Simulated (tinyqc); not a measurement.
Inside a calculation. Model: strain, valley repopulation and piezoresistance in a many-valley conduction band. Computed by tinyqc, a small Python program that keeps every step. Command: `OMP_NUM_THREADS=1 python tinyqc.py 3012858 3012859 out.jsonl valleys walk`. One thread of a shared host (Intel(R) Xeon(R) Processor @ 2.30GHz), about 0.02 s of CPU time with the checks. Intermediate numbers are printed to about 6 digits and carried at full precision; extremes and crossings named in words are read from the listed rows.

Valleys are ellipsoids with mass m_l along the axis a and m_t across it, parabolic, with one constant relaxation time; strain shifts the valleys and leaves the masses alone. Currents are taken along [111], along the load, and along [1-10], across the load.

Inputs (values chosen for the exercise, modelled on germanium):
```
quantity,value,unit
longitudinal mass m_l,1.57,m_0
transverse mass m_t,0.0825,m_0
shear deformation potential Xi_u,16.3,eV
dilation deformation potential Xi_d,-4.3,eV
C11,128,GPa
C12,48,GPa
C44,66.6,GPa
stress X (tension positive),-1700,MPa
electron density n,3.1e+17,1/cm^3
relaxation time tau,130,fs
temperature T,150,K
```

Valley axes: <111> (4 valleys). Load: uniaxial [111].

Constants: k_B = 8.617333262e-05 eV/K; m_0 = 9.1093837015e-31 kg; k_B = 1.380649e-23 J/K; hbar = 1.054571817e-34 J s; e = 1.602176634e-19 C.

## Strain

Compliances S11 = (C11 + C12)/((C11 - C12)(C11 + 2 C12)), S12 = -C12/((C11 - C12)(C11 + 2 C12)), S44 = 1/C44; stress sigma_ij = X n_i n_j for the unit vector n of the load; e_xx = S11 sigma_xx + S12 (sigma_yy + sigma_zz), e_xy = S44 sigma_xy/2 (tensor strain).

strain tensor (%):
```
,x,y,z
x,-0.252976,-0.425425,-0.425425
y,-0.425425,-0.252976,-0.425425
z,-0.425425,-0.425425,-0.252976
```

## Valley shifts

Herring-Vogt shift of a valley with unit axis a: dE = Xi_d tr(e) + Xi_u a.e.a.

shifts dE (meV): [111] -147.290, [-111] 37.628, [1-11] 37.628, [11-1] 37.628

splitting (highest minus lowest) = 184.918 meV

Lowest: [111]; the splitting is 14.3 k_B T.

## Populations

Each of the 4 valleys holds n_v = N_v (2/sqrt(pi)) F_1/2((E_F - dE_v)/(k_B T)), N_v = 2 (m_d k_B T/(2 pi hbar^2))^(3/2), m_d = (m_l m_t^2)^(1/3); E_F solves sum n_v = n and is counted from the unstrained edge. F_j(eta) = int_0^infinity x^j/(1 + exp(x - eta)) dx, without a gamma-function factor. It is evaluated after integrating by parts. Integrals over x = E/(k_B T) use 160 Gauss-Legendre points in u = sqrt(x) from 0 to sqrt(max(eta, 0) + 32).

Fermi level E_F = -159.773 meV

share of the electrons: [111] 0.999998, [-111] 0.000001, [1-11] 0.000001, [11-1] 0.000001

## Mobility tensor and resistance change

Mobility tensor mu = e tau sum_v (n_v/n) [1/m_t + (1/m_l - 1/m_t) a a^T]; unstrained mu_0 = e tau (1/m_l + 2/m_t)/3; resistivity along d from the inverse tensor, rho_d = d.mu^-1.d/(n e), mobility along d = 1/(d.mu^-1.d); gauge pi_d = (rho_d/rho_0 - 1)/X.

mobility tensor (cm^2/(V s)):
```
,x,y,z
x,1896.19,-875.28,-875.28
y,-875.28,1896.19,-875.28
z,-875.28,-875.28,1896.19
```

unstrained mobility mu_0 = 1896.19 cm^2/(V s)

mobility along the first direction = 145.640 cm^2/(V s)

mobility along the second direction = 2771.47 cm^2/(V s)

resistance change along the first direction = 1201.98 %

resistance change along the second direction = -31.5817 %

The mobility lies between e tau/m_l = 146 and e tau/m_t = 2770; the trace stays at 3 mu_0. Along the first direction the filled valleys present more of their heavy mass.

## Linear piezoresistance coefficients

With eta_0 the reduced Fermi level without strain, r = F_-1/2(eta_0)/(2 F_1/2(eta_0)) (1 for a classical gas) and c = r (Xi_u/k_B T) (m_l - m_t)/(2 m_l + m_t): pi44 = -c S44/3, pi11 = pi12 = 0.

eta_0 = -2.44113

degeneracy factor r = 0.971057

pi11 = 0 1e-11/Pa

pi12 = 0 1e-11/Pa

pi44 = -282.902 1e-11/Pa

The gas is classical, so the coefficients follow 1/T.

## Full result against the linear law

Linear theory: pi_l = (pi11 + 2 pi12 + 2 pi44)/3, pi_t = (pi11 + 2 pi12 - pi44)/3.

Resistance changes (%); at 2000 MPa the strain is near or above 1 %, where band warping, left out here, matters:
```
X (MPa),splitting (meV),largest share,first direction,linear,second direction,linear
-2000,217.551,1.000000,1202.02,377.203,-31.5817,-188.602
-1000,108.775,0.999252,1186.60,188.602,-31.5602,-94.301
-400,43.510,0.897047,391.32,75.441,-28.4812,-37.720
-150,16.316,0.529774,52.53,28.290,-14.6897,-14.145
-50,5.439,0.333774,11.50,9.430,-4.9032,-4.715
50,5.439,0.272943,-7.81,-9.430,4.4235,4.715
150,16.316,0.303916,-16.60,-28.290,11.0556,14.145
400,43.510,0.329396,-22.67,-75.441,17.1779,37.720
1000,108.775,0.333308,-23.53,-188.602,18.1780,94.301
2000,217.551,0.333333,-23.53,-377.203,18.1846,188.602
```

Along the first direction the linear law misses by more than 10 % at every stress listed, since the splitting is not small against k_B T.

Checks made by the program: trace of the tensor against 3 mu_0 (relative difference below 1e-10); linear coefficients against the full calculation at 0.01 MPa (relative difference 4e-05).
